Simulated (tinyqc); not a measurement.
Kane-Mele model of a buckled honeycomb layer in a normal field: sweeps and comparisons. A value that a table varies takes the place of the one given here.

Sublattices A and B lie at +/-b, so the field gives them the energies +/-D, D = e b Ez (in eV for b in angstrom and Ez in V/angstrom); 2 lam is the gap at zero field. Near the valleys tau = +/-1, for spin sz = +/-1: H = hbar v (tau qx sx + qy sy) + m sz_AB with m = D - tau sz lam, hbar v = (sqrt3/2) a t. On the lattice the spin-orbit term is the second-neighbour hopping i (lam/3 sqrt3) nu sz, nu = +/-1 by the sense of the turn. The filled band of one cone contributes tau sign(m)/2 to the Chern number, in the sense Omega = curl of i<u|grad u>. Rashba terms are left out.

Zigzag ribbon of N chains, sites A1, B1, A2, ...; k in 1/a. Bonds -2t cos(k/2) (A_n to B_n) and -t (B_n to A_(n+1)); diagonal +/-(D + 2 l2 sz sin k) on A and B; A_n to A_(n+1): -2 l2 sz sin(k/2), B_n to B_(n+1): the opposite; l2 = lam/(3 sqrt3).

Constants: kB = 8.617333262e-05 eV/K; hbar^2/2m0 = 3.80998211 eV angstrom^2.

Values chosen for the exercise (of the size used for stanene; not measured data): a = 4.7 angstrom (lattice constant); t = 1.34 eV (hopping); lam = 0.13 eV (spin-orbit half gap); b = 0.42 angstrom (half the buckling height); Ez = 0.12 V/angstrom (normal field at the atoms, after screening; 0.01 is 1 MV/cm, and gates reach some 0.05); N = 16 (chains).

## Edge bands of a zigzag ribbon

The two middle levels for each spin, and the weight of the upper one on the half of the ribbon that holds A1.

Middle levels (meV):
```
k/pi  up, lower  up, upper  up, weight  down, lower  down, upper  down, weight
0.6    -362.208    362.208        0.60     -325.307      325.307          0.45
0.7    -179.032    179.032        0.89      -89.357       89.357          0.18
0.8    -138.285    138.285        1.00      -37.740       37.740          0.00
0.9     -96.525     96.525        1.00       -4.002        4.002          1.00
1.0     -50.260     50.260        1.00      -50.260       50.260          1.00
1.1      -4.002      4.002        1.00      -96.525       96.525          1.00
1.2     -37.740     37.740        0.00     -138.285      138.285          1.00
1.3     -89.357     89.357        0.18     -179.032      179.032          0.89
1.4    -325.307    325.307        0.45     -362.208      362.208          0.60
```

For spin up the upper level changes from one edge to the other between k/pi = 1.1 and 1.2: the two edge bands cross there and each joins valence to conduction band. Spin down mirrors this about k = pi, so each edge carries a counter-moving pair. At k = pi the levels are -50.260 and 50.260 meV, with D = 50.400 meV and lam = 130 meV.

## Closing and reopening the gap

Ez = f lam/b. Gap 2 |D - lam|, second gap 2 (D + lam), Z2 index, and the temperature at which kB T equals the gap.

Against field:
```
f     Ez (V/angstrom)  gap (meV)  second gap (meV)  Z2  gap/kB (K)
0.00                0    260.000           260.000   1      3017.2
0.25           0.0774    195.000           325.000   1      2262.9
0.50            0.155    130.000           390.000   1      1508.6
0.75            0.232     65.000           455.000   1       754.3
0.90            0.279     26.000           494.000   1       301.7
1.10            0.340     26.000           546.000   0       301.7
1.50            0.464    130.000           650.000   0      1508.6
2.00            0.619    260.000           780.000   0      3017.2
3.00            0.929    520.000          1040.000   0      6034.3
```

The gap closes at Ez = 0.3095 V/angstrom, 31 MV/cm at the atoms (the applied field must be larger by the screening), and is back at its zero-field size at twice that. At zero field it is 260.0 meV, above kB T at 300 K (25.9 meV).

## What each parameter does

Smaller and larger gap, hbar v, and the mass 2c|m|/(hbar v)^2 at the smaller gap, c = hbar^2/2m0. Each row changes one parameter from the base and keeps the others.

Results:
```
case                   smaller gap (meV)  larger gap (meV)  hbar v (eV angstrom)  mass (m0)
base                             159.200           360.800                5.4542    0.02039
a = 5.17 angstrom                159.200           360.800                5.9997    0.01685
t = 1.474 eV                     159.200           360.800                5.9997    0.01685
lam = 0.143 eV                   185.200           386.800                5.4542    0.02372
Ez = 0.132 V/angstrom            149.120           370.880                5.4542    0.01910
```

The largest shifts from the base row, up to three for each result and ties (the steps differ in size, so this ranks the rows, not the parameters). smaller gap (meV): lam +26.000, Ez -10.080; unchanged at the printed digits by a and t. larger gap (meV): lam +26.000, Ez +10.080; unchanged at the printed digits by a and t. hbar v (eV angstrom): a +0.5454, t +0.5454; unchanged at the printed digits by lam and Ez. mass (m0): a -0.00354, t -0.00354, lam +0.00333.

tinyqc: `OMP_NUM_THREADS=1 python tinyqc.py 1450620 1450621 out.jsonl`; about 0.01 s, one thread, shared Intel(R) Xeon(R) Processor @ 2.30GHz.
